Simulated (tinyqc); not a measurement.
# Deal-Grove kinetics of thermal oxidation of silicon, step by step

A worked calculation. Computed by tinyqc, a small Python program that keeps every step. Command: `OMP_NUM_THREADS=1 python tinyqc.py 3014674 3014675 out.jsonl oxide walk`. One thread of a shared host (Intel(R) Xeon(R) Processor @ 2.30GHz), about 0.09 s of CPU time with the checks. Intermediate numbers are printed to about 7 digits and carried at full precision; extremes and crossings named in words are read from the listed rows.

Oxidant diffuses through the oxide and reacts at the interface, so that dx/dt = B/(A + 2x) for the oxide thickness x.

Inputs (values chosen for the exercise, close to those used for silicon):
```
quantity                            value    unit
prefactor B0                          839  um^2/h
activation energy E_B                1.23      eV
prefactor (B/A)0                  6.8e+06    um/h
activation energy E_A                2.01      eV
temperature T                        1000       C
oxidant pressure p                    0.1     atm
pressure exponent m of B/A           0.74       -
initial oxide x_i                   0.025      um
time t                               0.56       h
ratio c of the extra rate to B/A      3.7       -
decay length L                     0.0059      um
```

Ambient: dry oxygen. Surface: (111). Extension: thin-film term.

Constants: k_B = 8.617333262e-05 eV/K.

## Rate constants

B = B0 p exp(-E_B/(k_B T)), B/A = (B/A)0 p^m exp(-E_A/(k_B T)), p in atm; A = B/(B/A). Temperatures in kelvin are T(C) + 273.15.

parabolic constant B = 0.001134471 um^2/h

linear constant B/A = 0.01367420 um/h

length A = 0.08296436 um

Reaction at the interface limits growth while x is well below A/2 = 0.0415 um, diffusion once x is well above it.

## Thickness after the oxidation

tau = (x_i^2 + A x_i)/B and x = (A/2) [sqrt(1 + 4 B (t + tau)/A^2) - 1], the root of x^2 + A x = B (t + tau). Silicon consumed is 0.44 times the oxide grown; the rate is B/(A + 2x).

tau = 2.379178 h

oxide thickness x = 0.02961764 um

silicon consumed = 0.002031761 um

final growth rate = 0.007978018 um/h

2x/A = 0.714: reaction and diffusion both resist, diffusion with a share 2x/(A + 2x) = 0.42.

## Full law against its linear and parabolic limits

Linear limit x = (B/A)(t + tau); parabolic limit x = sqrt(B (t + tau)).

Thickness (um):
```
t (h)       full  linear limit  parabolic limit      2x/A
0.05   0.0254252     0.0332171        0.0524960  0.612920
0.1    0.0258478     0.0339008        0.0530335  0.623106
0.25   0.0270999     0.0359519        0.0546143  0.653290
0.5    0.0291373     0.0393705        0.0571519  0.702406
1      0.0330453     0.0462076        0.0619159  0.796615
2      0.0403030     0.0598818        0.0704844  0.971575
4      0.0531633     0.0872302        0.0850705  1.281594
8      0.0746886     0.1419270        0.1085121  1.800498
16     0.1087557     0.2513206        0.1443975  2.621745
32     0.1603171     0.4701078        0.1974897  3.864723
```

Both limits lie above the full result, since each drops one resistance. The linear law overshoots by 31 % in the first row and 190 % in the last, the parabolic law by 110 % and 23 %. The better limit switches between 2 and 4 h; both give the same value where B (t + tau) = A^2, at 2x/A = sqrt5 - 1 = 1.24.

## A single trial Runge-Kutta step of the thin-film equation

With f(x) = B/(A + 2x) + c (B/A) exp(-x/L) and h = L/(4 f(x_i)): k1 = f(x_i), k2 = f(x_i + h k1/2), k3 = f(x_i + h k2/2), k4 = f(x_i + h k3), x = x_i + h (k1 + 2 k2 + 2 k3 + k4)/6.

step h = 0.1592345 h

k1 to k4 (um/h): 0.009263071  0.009083575  0.009086933  0.008922361

x after the step = 0.02644708 um

## Thickness with the thin-film term

Thin-film (Massoud) form: dx/dt = B/(A + 2x) + c (B/A) exp(-x/L), integrated from x_i by fourth-order Runge-Kutta in 2000 steps, the i-th of length (2 i - 1) t/2000^2.

thickness with the thin-film term = 0.02988380 um

The extra term adds 0.266 nm to the Deal-Grove value.

## What the thin-film term adds

The formulas are those given above.

Thickness:
```
t (h)  Deal-Grove (um)  with the term (um)  difference (nm)
0.02         0.0251704           0.0251848        0.0143733
0.05         0.0254252           0.0254603        0.0350412
0.1          0.0258478           0.0259151        0.0672493
0.3          0.0275122           0.0276845        0.1723103
1            0.0330453           0.0334022        0.3568612
3            0.0469672           0.0473845        0.4172654
10           0.0840750           0.0843814        0.3064899
30           0.1546148           0.1548112        0.1964094
```

The gain reaches at most 0.417 nm among these rows, at 3 h, and then shrinks, because the thicker film grows more slowly once diffusion matters. If the base rate kept its starting value B/(A + 2 x_i), the gain would level off at L ln(1 + c (1 + 2 x_i/A) exp(-x_i/L)) = 0.485 nm.

Checks made by the program: closed form against Runge-Kutta integration of dx/dt (relative difference below 1e-10).
